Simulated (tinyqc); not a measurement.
Long-channel MOSFET, surface-potential model: one step of the calculation.

n-channel transistor on a uniformly doped p-type body, gradual-channel approximation, constant mobility, Boltzmann statistics, full ionisation. Potentials are counted from the neutral body; V is the electron quasi-Fermi potential, Vsb at the source and Vsb + Vds at the drain. Charges are magnitudes per area.

Problem. Pao-Sah current by Simpson's rule. I = mu (W/L) integral of Qi dV; Simpson's rule on the 9 points, step Vds/8, weights 1, 4, 2, ..., 4, 1 times step/3.

Parameters, values chosen for the exercise; material values close to those of gallium nitride:

| symbol | value | unit | meaning |
|---|---|---|---|
| mu | 460 | cm^2/(V s) | channel mobility |
| W | 10 | um | gate width |
| L | 5 | um | gate length |
| Vds | 0.8 | V | drain-source voltage |

Qi, Pao-Sah, point 0 to 8 (nC/cm^2): [45.766936, 29.950684, 15.139533, 3.3941160, 0.079596170, 7.8372443e-4, 7.5568803e-6, 7.2850433e-8, 7.0229710e-10]

Wanted: Pao-Sah current.

Solution.

Pao-Sah current = 6.4274 uA

Gauss-Legendre quadrature on many points gives 6.449 uA, so this value is 0.34 % below it; the charge-sheet current, 6.396 uA, is 0.82 % below it.

Program tinyqc, `OMP_NUM_THREADS=1 python tinyqc.py 2360052 2360053 out.jsonl`; Intel Xeon 2.30GHz, shared host, one thread, about 0.04 s.
